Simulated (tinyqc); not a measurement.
Where the moved charge sits: band offset of a heterojunction with an interface dipole (two-band chains, self-consistent charge).

Sites alternate A, C. Left: A at -G1/2, C at +G1/2, hopping -t1; right: A at D - G2/2, C at D + G2/2, hopping -t2; the bonds across the two interfaces of a ring (C left to A right, C right to A left) have -sqrt(t1 t2). D is the offset of the mid-gaps, so Ev(right) - Ev(left) = D - (G2 - G1)/2 and Ec(right) - Ec(left) = D + (G2 - G1)/2. The closing bond has its sign reversed (antiperiodic ring). Half the levels are filled with two electrons each. The charge moved is q = (electrons on the left) less one a site; the mean over the two interfaces, q/2, is taken as the charge that crosses each, and its dipole opposes the offset: D = D0 - u q/2.

From here on the ring has 24 cells a side.

Values chosen for the exercise (gaps near those of Si and HfO2; the chains and D0 are free models, so the offsets are not those of the real pair; shifted at random, so the results belong to these values and not to a real crystal):
```
symbol  value  unit  meaning
G1      1.07   eV    gap on the left
G2      6.02   eV    gap on the right
t1      1.86   eV    hopping on the left
t2      1.96   eV    hopping on the right
```

D = 1.02427 eV

Electrons in cell k from an interface at the self-consistent D, less those at D = 0. Interface 1 joins C left to A right, interface 2 C right to A left. The decay lengths 1/(2 kappa a) are those of mid-gap states, cosh(kappa a) = 1 + G^2/(8 t^2).

Change of the electron count:
```
k  left of 1  right of 1  left of 2  right of 2
1    0.04960    -0.07740    0.02992    -0.04859
2    0.01703    -0.00426    0.01095    -0.00243
3    0.00768    -0.00025    0.00511    -0.00013
4    0.00372    -0.00001    0.00252    -0.00001
5    0.00187     0.00000    0.00128     0.00000
6    0.00096     0.00000    0.00066     0.00000
```

decay lengths (cells): left 1.744, right 0.353

Over six cells interface 1 moves +0.0809 electrons to the left side and -0.0819 to the right, interface 2 +0.0504 and -0.0512: each change is a dipole, and the two differ because the bonds join different sites. The first cells hold 78 % of it at interface 1. The tail is longer on the left, where the gap is smaller against the hopping: from k = 2 to 4 it falls by a factor 4.57, and pure mid-gap decay would give 3.15; the exponential carries a prefactor that falls as a power of the distance, so the first cells drop faster.

tinyqc: `OMP_NUM_THREADS=1 python tinyqc.py 1482621 1482622 out.jsonl`; about 0.4 s, one thread, shared Intel(R) Xeon(R) Processor @ 2.30GHz.
